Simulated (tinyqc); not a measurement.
Anisotropic elasticity and sound waves of a cubic crystal: one step, computed by the program tinyqc. Command: `OMP_NUM_THREADS=1 python tinyqc.py 3006605 3006606 out.jsonl cubicelastic walk`. One thread of a shared host (Intel(R) Xeon(R) Processor @ 2.30GHz), about 0.01 s of CPU time with the checks.

Voigt order 1..6 = xx, yy, zz, yz, xz, xy, with engineering shear strains. The rotated frame has x' as named, z' along the wafer normal and y' = z' x x'.

Problem. Compliances and anisotropy. S11 = (C11 + C12)/D, S12 = -C12/D, D = (C11 - C12)(C11 + 2 C12), S44 = 1/C44. Zener ratio A = 2 C44/(C11 - C12); S0 = S11 - S12 - S44/2; H = 2 C44 + C12 - C11.

Inputs (values chosen for the exercise, modelled on nickel): C11 = 249.5 GPa; C12 = 155.6 GPa; C44 = 123.7 GPa.

Frame: (110) wafer, x' along [1-11].

Give: S11; S12; S44; Zener ratio A; S0; H.

Solution.

S11 = 7.694 1/TPa

S12 = -2.955 1/TPa

S44 = 8.084 1/TPa

Zener ratio A = 2.635

S0 = 6.608 1/TPa

H = 153.5 GPa
